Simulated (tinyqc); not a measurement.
Worked calculation: nucleation and growth of vacancy voids in a cooling silicon-like crystal. Computed by tinyqc, a small Python program that keeps every step. Command: `OMP_NUM_THREADS=1 python tinyqc.py 3028879 3028880 out.jsonl voids walk`. One thread of a shared host (Intel(R) Xeon(R) Processor @ 2.30GHz), about 0.9 s of CPU time with the checks. Intermediate numbers are printed to about 6 digits and carried at full precision; extremes and crossings named in words are read from the listed rows.

Spherical voids; vacancies are lost only to voids.

Inputs (values chosen for the exercise, for a model crystal): vacancy density at the melting point C_m = 4.6e+14 1/cm^3; formation energy E_f = 4.26 eV; melting point T_m = 1685 K; diffusion prefactor D0 = 0.00052 cm^2/s; migration energy E_m = 0.47 eV; site density rho = 5e+22 1/cm^3; void surface energy gamma = 0.984 J/m^2; cooling rate q = 7.4 K/min; vacancy excess C0 = 3.1e+13 1/cm^3; temperature of the worked step T = 1350 K; temperature step = 0.125 K.

Vacancy supply: given.

Constants: k_B = 8.617333262e-05 eV/K; k_B = 1.380649e-23 J/K; e = 1.602176634e-19 C.

## Vacancy excess

C = C0 as given.

initial excess C = 3.10e+13 1/cm^3

## Nucleation rate at T with the initial excess

C_e = C_m exp[-(E_f/k_B)(1/T - 1/T_m)]; D = D0 exp(-E_m/(k_B T)); f = k_B T ln(C/C_e); r* = 2 gamma/(rho f); W* = 16 pi gamma^3/(3 rho^2 f^2); Z = f/sqrt(12 pi W* k_B T); I = rho Z (4 pi r* D C) exp(-W*/(k_B T)).

C_e = 3.16938e+11 1/cm^3

D = 9.14985e-06 cm^2/s

driving force f = 0.533163 eV

critical radius r* = 0.460771 nm

W*/(k_B T) = 46.9501

rate I = 3643.02 1/(cm^3 s)

Cooling by 10 K multiplies I by 68: nucleation switches on within a narrow range of temperature.

## Cooling through the nucleation range

March down from 1500 K in steps dT, dt = dT/q, with values at the upper end of each step: a class of I dt voids is born with r*; then all classes grow by r^2 += 2 D (C - C_e) dt/rho; C falls by the vacancies added to voids. Stop at 1150 K. T_n is the T of the largest I, N the final count (classes under 1e-6 /cm^3 are dropped), and the mean radius the number average.

Rows around the peak of I:
```
T (K)      C (1/cm^3)  C_e (1/cm^3)  I (1/(cm^3 s))  voids (1/cm^3)  mean radius (nm)
1362.625  3.10000e+13   4.44961e+11     6.46552e+00     8.87479e+01           3.72761
1352.625  3.09996e+13   3.40281e+11     1.07960e+03     1.74072e+04           3.94861
1342.625  3.09567e+13   2.59190e+11     8.43153e+04     1.60410e+06           4.18115
1337.625  3.06548e+13   2.25863e+11     5.01758e+05     1.12485e+07           4.37937
1334.625  2.99506e+13   2.07858e+11     1.01786e+06     2.93927e+07           4.65339
1332.625  2.89895e+13   1.96618e+11     1.19425e+06     4.76759e+07           4.99025
1330.625  2.75040e+13   1.85955e+11     9.85166e+05     6.59689e+07           5.50571
1328.625  2.55304e+13   1.75841e+11     5.51154e+05     7.87007e+07           6.19550
1326.625  2.32396e+13   1.66249e+11     2.14444e+05     8.48204e+07           6.97938
1323.625  1.96331e+13   1.52785e+11     2.94368e+04     8.72960e+07           8.09409
1320.625  1.62119e+13   1.40357e+11     2.28533e+03     8.75790e+07           8.97500
```

temperature of peak nucleation T_n = 1332.625 K

void density N = 8.75989e+07 1/cm^3

mean radius = 11.7596 nm

vacancies left at 1150 K = 1.71249e+09 1/cm^3

I rises as supersaturation builds and collapses once the first voids have drawn C down by 6 % at the peak. Nearly all the excess then goes into these voids: [3 C/(4 pi rho N)]^(1/3) = 11.9 nm.

## Cooling rate

The formulas are those given above.

At fixed C:
```
q (K/min)   T_n (K)   N (1/cm^3)  mean radius (nm)
0.74       1346.750  2.88986e+06           36.7671
1.90       1341.375  1.16922e+07           23.0504
3.70       1337.250  3.13886e+07           16.5718
7.40       1332.625  8.75989e+07           11.7596
15.00      1327.750  2.49025e+08            8.2929
30.00      1322.500  6.92257e+08            5.8917
74.00      1315.250  2.60380e+09            3.7837
```

Over the rows N goes as q^1.48 and the radius as q^-0.49, near the 3/2 and -1/2 of the scaling argument (depletion time 1/(4 pi N r D) equal to the time in the nucleation range, at fixed N r^3). T_n drops only 32 K for a factor 100 in q. Fast cooling gives many small voids, which an anneal can dissolve.

## Vacancy excess varied

The formulas are those given above.

At fixed q:
```
C (1/cm^3)   T_n (K)   N (1/cm^3)  mean radius (nm)
1.20e+13    1286.125  1.79243e+08            6.7383
1.90e+13    1308.375  1.26801e+08            8.8222
3.10e+13    1332.625  8.75989e+07           11.7596
5.00e+13    1357.000  6.10131e+07           15.5714
7.80e+13    1380.250  4.35757e+07           20.2188
```

More vacancies nucleate earlier (T_n rises by 94 K) and give fewer, larger voids: N goes as C^-0.76 and the radius as C^0.59, steeper than the -1/2 and +1/2 of the scaling argument at fixed D, because D rises with T_n.

Checks made by the program: Z against the curvature of W(n) (relative difference below 1e-10); N against a run with half the step (relative difference 1e-03).
